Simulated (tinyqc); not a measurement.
# Fully depleted semiconductor-on-insulator film with two gates, non-linear Poisson equation by Newton steps: effects of single changes

One dimension across the film, front interface at x = 0, back interface at x = ts. psi is counted from the intrinsic level, n = ni exp(psi/Vt) (source grounded), holes neglected, acceptors ionised. Gates act through Cox = eps0 eox/tox and Cbox = 3.9 eps0/tb with potentials G1 = Vg - (phiM - chi - Vt ln(Nc/ni)) and G2 = Vb - (phiB - chi - Vt ln(Nc/ni)). Classical Boltzmann densities, no interface charge, no depletion in the back plane.

Parameters, values chosen for the exercise; band and dielectric values close to those of silicon:
```
symbol    value   unit                                                                 meaning
T           400      K                                                             temperature
Eg         1.12     eV                                                                band gap
eps_r      11.7                                                          relative permittivity
Nc      4.34e19  cm^-3                                  conduction-band density of states at T
Nv       4.1e19  cm^-3                                     valence-band density of states at T
chi        4.13     eV                                                       electron affinity
eox         3.9         relative permittivity of the gate insulator (close to silicon dioxide)
tox         3.7     nm                                                     insulator thickness
ts          5.9     nm                                                          film thickness
tb           29     nm                                      buried-oxide thickness (eps_r 3.9)
Na       9.3e16  cm^-3                                            acceptor density of the film
phiM       4.45     eV                                         work function of the front gate
phiB       4.63     eV                                         work function of the back plane
Vb            0      V                                                       back-gate voltage
```

Constants: q = 1.602176634e-19 C, kB = 1.380649e-23 J/K, Vt = kB T/q, eps0 = 8.8541878128e-14 F/cm where lengths are in cm. Results are converted to the units shown.

Each table varies one quantity; the others keep the values above.

## Charge against front-gate voltage

ni = sqrt(Nc Nv) exp(-Eg/(2 Vt)), Eg in volts. The Poisson equation eps0 eps_r d2psi/dx2 = q (n + Na), with -eps0 eps_r dpsi/dx = Cox (G1 - psi) at x = 0 and eps0 eps_r dpsi/dx = Cbox (G2 - psi) at x = ts, is solved on 300 equal intervals with half boxes at both ends; N_inv is the trapezoid sum of n. Swing = ln 10/(d ln N_inv/dVg); the last column is (dN_inv/dVb)/(dN_inv/dVg).

Result of one run:
```
Vg (V)	psi front (V)	psi back (V)	N_inv (cm^-2)	centroid/ts	swing (mV/decade)	q dN_inv/dVg over Cox	back/front leverage
-0.19	0.0439	0.0426	7.59e6	0.497	91.8	3.27e-5	0.156
```

What becomes of these results when the front-gate voltage Vg is changed from -0.19 to 0.86 V, all else the same?

Result of the changed run:
```
Vg (V)	psi front (V)	psi back (V)	N_inv (cm^-2)	centroid/ts	swing (mV/decade)	q dN_inv/dVg over Cox	back/front leverage
0.86	0.542	0.442	2.92e12	0.268	1.30e3	0.890	0.135
```

The whole series:
```
Vg (V)	psi front (V)	psi back (V)	N_inv (cm^-2)	centroid/ts	swing (mV/decade)	q dN_inv/dVg over Cox	back/front leverage
-0.19	0.0439	0.0426	7.59e6	0.497	91.8	3.27e-5	0.156
-0.04	0.178	0.168	3.28e8	0.476	91.8	0.00141	0.154
0.11	0.310	0.291	1.34e10	0.455	97.5	0.0542	0.153
0.26	0.414	0.381	2.17e11	0.421	187	0.458	0.149
0.41	0.468	0.416	7.49e11	0.374	414	0.715	0.144
0.56	0.500	0.430	1.42e12	0.332	692	0.812	0.140
0.71	0.524	0.437	2.15e12	0.296	990	0.861	0.137
0.86	0.542	0.442	2.92e12	0.268	1.30e3	0.890	0.135
1.01	0.556	0.445	3.71e12	0.245	1.61e3	0.909	0.133
```

N_inv passes 1e11 cm^-2 at Vg = 0.207 V. The swing starts at 91.8 mV a decade, against (1 + k) Vt ln 10 = 88.9 for a front channel with k = Cs Cbox/(Cox (Cs + Cbox)) = 0.119, Cs = eps0 eps_r/ts; above threshold this column is no longer a subthreshold swing. The centroid falls from 0.497 to 0.245 of ts and the leverage of the back gate falls from 0.156 to 0.133. For Vg = 0.71, 0.86, 1.01 the density at an interface exceeds 0.3 Nc, where Boltzmann statistics fail. In every row the classical centroid lies within 3 nm of an interface, where confinement, left out, would push it away.

## Threshold and coupling against the insulator thickness

VT is the Vg for N_inv = 1e11 cm^-2; -dVT/dVb from the linearised equation. Limits with Cs = eps0 eps_r/ts: front channel Cs Cbox/(Cox (Cs + Cbox)), back channel Cbox (Cox + Cs)/(Cox Cs). Swing at N_inv = 1e8 cm^-2.

The same in every row: centroid/ts at VT = 0.436.

Results:
```
tox (nm)	VT (V)	-dVT/dVb	front-channel limit	back-channel limit	swing (mV/decade)
1.9	0.175	0.0910	0.0614	0.133	86.9
3.7	0.207	0.151	0.119	0.195	91.7
5.2	0.233	0.201	0.168	0.247	95.7
7.4	0.271	0.274	0.239	0.323	102
10	0.316	0.360	0.323	0.413	108
15	0.403	0.526	0.484	0.585	122
```

Estimate the missing row, tox = 2.6 nm.

Computed row:
```
tox (nm)	VT (V)	-dVT/dVb	front-channel limit	back-channel limit	swing (mV/decade)
2.6	0.188	0.114	0.0840	0.157	88.8
```

With this row back in the table: As tox goes from 1.9 to 15, VT rises from 0.175 to 0.403 V, the centroid stays near 0.436 of ts and -dVT/dVb rises from 0.0910 to 0.526. The coupling covers 41.2 % of the way from the front-channel to the back-channel limit in the first row and 41.8 % in the last.

Range of the model: In so thin a film or at such density quantum confinement moves the charge away from the interfaces and raises the threshold.

Program tinyqc, `OMP_NUM_THREADS=1 python tinyqc.py 2190068 2190069 out.jsonl`; Intel Xeon 2.30GHz, shared host, one thread, about 0.3 s.
